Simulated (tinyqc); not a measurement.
Off-state leakage of single and stacked transistors: one step of the calculation.

n-channel devices of unit width. Subthreshold current I(Vg, Vs, Vd) = I0 (T/300 K)^0.5 exp[(Vg - Vs - VT(T) - gb (Vs - Vb) + dd (Vd - Vs))/(nf Vt)] (1 - exp(-(Vd - Vs)/Vt)), VT(T) = VT - cT (T - 300 K). Gate-edge tunnelling Ig (Vd/1 V) exp(ag (Vd - 1 V)), for a gate at 0 V, and band-to-band leakage Ab u exp(-Bb/u), u = Vd - Vb + 1 V, flow at a drain held at V; both are taken as independent of T. In a stack of off transistors (all gates at 0 V) the same subthreshold current passes through each.

Task. Leakage of one transistor. Vg = Vs = 0, Vd = V; effective threshold VT(T) - gb Vb - dd V.

Inputs (values chosen for the exercise); values of the order met in bulk silicon logic transistors:
- T = 358 K (temperature)
- V = 1 V (supply voltage)
- VT = 0.33 V (threshold at 300 K, zero drain and body bias)
- cT = 0.9 mV/K (fall of the threshold with temperature)
- I0 = 0.95 uA/um (current at threshold at 300 K)
- nf = 1.35 (slope factor)
- dd = 0.13 (drain-induced lowering per volt)
- gb = 0.2 (rise of the threshold per volt of source-body bias)
- Ig = 2e-5 uA/um (gate-edge tunnelling current at 1 V)
- ag = 4.2 1/V (exponential slope of the gate current)
- Ab = 40 uA/(um V) (prefactor of band-to-band leakage at the drain)
- Bb = 27 V (its exponential voltage)
- Vb = 0 V (body voltage)

Constants: q = 1.602176634e-19 C, kB = 1.380649e-23 J/K, Vt = kB T/q. Results are converted to the units shown.

Give: effective threshold; parts; total; shares.

Result.

effective threshold = 0.1478 V
parts (nA/um): subthreshold 29.84, gate edge 0.02000, band-to-band 0.1097
total = 29.97 nA/um
shares (%): subthreshold 99.57, gate edge 0.06672, band-to-band 0.3659

The subthreshold part is the largest.

Computed by the program tinyqc: `OMP_NUM_THREADS=1 python tinyqc.py 2242049 2242050 out.jsonl`, one thread of a shared Intel Xeon 2.30GHz, about 0.03 s for the whole run.
